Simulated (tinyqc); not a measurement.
p-type polysilicon, carrier trapping at grain boundaries: one step of the calculation.

One-dimensional grains of size Lg, uniform ionised doping N, monovalent traps Qt at each boundary at a depth Et below (for electrons) or above (for holes) the band edge there, abrupt depletion of width W on each side of a boundary, Boltzmann statistics. xi is the distance from the band edge at the grain centre to the Fermi level. Trapped charge Qt/(1 + exp((xi + VB - Et)/Vt)) = 2 N W, barrier VB = q N W^2/(2 eps0 eps_r).

Task. Resistivity and effective mobility. n0 = NB exp(-xi/Vt); mean density n0 (1 - 2 W/Lg) by charge balance in a partly depleted grain, and n0 (sqrt(pi)/2) erf(u)/u with u = sqrt(VB/Vt) in a fully depleted one; v = sqrt(kB T/(2 pi ms m0)); barrier resistivity Vt exp(VB/Vt)/(q fe n0 v Lg); grain resistivity (1 - 2 W/Lg)/(q n0 mug); effective mobility 1/(q mean density total resistivity).

Parameters, values chosen for the exercise; values of the order met in polycrystalline silicon: temperature T = 300 K; valence-band density of states at T NB = 2.65e19 cm^-3; grain size Lg = 78 nm; mass for thermionic emission ms = 0.38 m0; correction factor of the emission rate fe = 0.12; mobility inside the grains mug = 41 cm^2/(V s).

Constants: q = 1.602176634e-19 C, kB = 1.380649e-23 J/K, m0 = 9.1093837015e-31 kg, Vt = kB T/q. Results are converted to the units shown.

W = 6.7646022 nm
xi = 0.053083703 V
VB = 0.12031209 V

Find: n0; mean density; v; barrier resistivity; grain resistivity; resistivity; effective mobility.

Result.

n0 = 3.4000e18 cm^-3
mean density = 2.8103e18 cm^-3
v = 4.3639e6 cm/s
barrier resistivity = 1.2199 ohm cm
grain resistivity = 0.037008 ohm cm
resistivity = 1.2569 ohm cm
effective mobility = 1.7671 cm^2/(V s)

The resistivity is 28.1 times that of a single crystal with the same N and mobility mug, and the mean density is 82.7 % of N.

tinyqc, about 0.01 s, one thread, Intel Xeon 2.30GHz (shared host): `OMP_NUM_THREADS=1 python tinyqc.py 2830019 2830020 out.jsonl`
